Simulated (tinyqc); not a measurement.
Worked calculation (part 2 of 2): RKS/LDA (PW92) in the 3-21g basis, for H3+, spin multiplicity 1. Computed by tinyqc, a small Python program that keeps every step (integrals from PySCF). Command: `OMP_NUM_THREADS=1 python tinyqc.py 22465 22466 out.jsonl` (the two numbers bound the seeds that draw the settings). One thread of a shared host (Intel(R) Xeon(R) Processor @ 2.60GHz), about 0.3 s of CPU time with the checks.

Geometry (angstrom):
```
atom         x         y          z
H     0.000000  0.000000   0.000000
H     0.000000  0.000000   1.099000
H     0.000000  0.000000  -1.099000
```

## Convergence

Stop when the energy changes by less than 1e-10 hartree and every element of the error matrix X^T (F D S - S D F) X is below 3e-06.

Course of the cycle:
```
iteration  E (hartree)     change  largest element of the error matrix
1           1.56421200          -                             1.19e-01
2          -0.66139177  -2.23e+00                             9.77e-02
3          -1.09855580  -4.37e-01                             3.19e-02
4          -1.18656246  -8.80e-02                             3.83e-03
5          -1.20425689  -1.77e-02                             1.83e-04
6          -1.20779470  -3.54e-03                             3.86e-04
7          -1.20850235  -7.08e-04                             7.47e-05
8          -1.20864388  -1.42e-04                             1.50e-05
9          -1.20867219  -2.83e-05                             3.01e-06
10         -1.20867785  -5.66e-06                             5.96e-07
11         -1.20867898  -1.13e-06                             1.19e-07
12         -1.20867921  -2.26e-07                             2.38e-08
13         -1.20867925  -4.53e-08                             4.76e-09
14         -1.20867926  -9.06e-09                             9.52e-10
15         -1.20867926  -1.81e-09                             1.90e-10
16         -1.20867926  -3.62e-10                             3.81e-11
17         -1.20867926  -7.25e-11                             7.60e-12
```

PySCF RKS in the same basis, fine grid = -1.20873019 hartree

Converged in 17 iterations. The coarse grid moves the energy by +5.09e-05 hartree.

## Populations, bond orders and dipole

D after iteration 17, order 1H 1s, 1H 2s, 2H 1s, 2H 2s, 3H 1s, 3H 2s:
$$\begin{pmatrix}
0.155667 & 0.215121 & 0.119010 & 0.092381 & 0.119010 & 0.092381 \\
0.215121 & 0.297282 & 0.164463 & 0.127665 & 0.164463 & 0.127665 \\
0.119010 & 0.164463 & 0.090985 & 0.070627 & 0.090985 & 0.070627 \\
0.092381 & 0.127665 & 0.070627 & 0.054824 & 0.070627 & 0.054824 \\
0.119010 & 0.164463 & 0.090985 & 0.070627 & 0.090985 & 0.070627 \\
0.092381 & 0.127665 & 0.070627 & 0.054824 & 0.070627 & 0.054824
\end{pmatrix}$$

overlap S, order 1H 1s, 1H 2s, 2H 1s, 2H 2s, 3H 1s, 3H 2s:
$$\begin{pmatrix}
1.000000 & 0.645899 & 0.145432 & 0.336447 & 0.145432 & 0.336447 \\
0.645899 & 1.000000 & 0.336447 & 0.673636 & 0.336447 & 0.673636 \\
0.145432 & 0.336447 & 1.000000 & 0.645899 & 0.000667 & 0.047714 \\
0.336447 & 0.673636 & 0.645899 & 1.000000 & 0.047714 & 0.205921 \\
0.145432 & 0.336447 & 0.000667 & 0.047714 & 1.000000 & 0.645899 \\
0.336447 & 0.673636 & 0.047714 & 0.205921 & 0.645899 & 1.000000
\end{pmatrix}$$

Mulliken: Z minus the diagonal of D S on the atom; Loewdin: the same with S^(1/2) D S^(1/2); Mayer order: 2 sum_s sum (D(s) S)_ij (D(s) S)_ji over the two atoms.

Charges (e):
```
atom   Mulliken    Loewdin
1H    -0.110285  -0.015862
2H     0.555143   0.507931
3H     0.555143   0.507931
```

Mayer bond orders:
```
pair     order
2-1   0.493919
3-1   0.493919
3-2   0.197898
```

dipole moment about the origin, x y z (debye): [0.000000, 0.000000, 0.000000]
